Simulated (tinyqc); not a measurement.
Capacitance measurement on a leaky thin oxide: effects of series resistance and leakage: two steps of the calculation.

The device is a capacitance C in parallel with a leakage conductance G, in series with Rs and Ls. An impedance meter reports either a parallel pair (Cp, Gp) from Y = 1/Z = Gp + i w Cp or a series pair (Cs, Rm) from Z = Rm + 1/(i w Cs); w = 2 pi f, dissipation D = Gp/(w |Cp|).

Values chosen for this exercise; values of the order met in thin-oxide MOS capacitors: relative permittivity of the gate insulator (close to silicon dioxide) eox = 3.9; insulator thickness tox = 1.6 nm; gate area A = 100 um^2; oxide-equivalent thickness added by the accumulation layer zc = 0.51 nm; oxide-equivalent thickness added by gate depletion zp = 0 nm; gate leakage current density, not matched to the thickness Jg = 0.21 A/cm^2; voltage for an e-fold rise of the leakage Vs = 0.38 V; series resistance Rs = 210 ohm; series inductance Ls = 0 nH; measuring frequency f = 2e5 Hz.

Constants: eps0 = 8.8541878128e-14 F/cm where lengths are in cm. Results are converted to the units shown.

Question 1. True capacitance and conductance. EOT = 3.9 tox/eox; CET = EOT + zc + zp; C = 3.9 eps0 A/CET; G = Jg A/Vs.

Wanted: EOT; CET; C; G.

Answer 1.

EOT = 1.600 nm
CET = 2.110 nm
C = 1.637 pF
G = 0.5526 uS

Question 2. What the meter reports. Z = Rs + i w Ls + 1/(G + i w C).

C = 1.6365560 pF
G = 0.55263158 uS

Find: Z; Cp; Gp; Cs; D.

Answer 2.

Z = (1.221-4.535i) x 1e5 ohm
Cp = 1.636 pF
Gp = 0.5535 uS
Cs = 1.755 pF
D = 0.2692

Cp is 0.023 % below C and Cs is 7.2 % above it; G Rs = 1.16e-4, w C Rs = 4.32e-4 and G/(w C) = 0.269.

Computed by the program tinyqc: `OMP_NUM_THREADS=1 python tinyqc.py 2022157 2022158 out.jsonl`, one thread of a shared Intel Xeon 2.30GHz, about 0.01 s for the whole run.
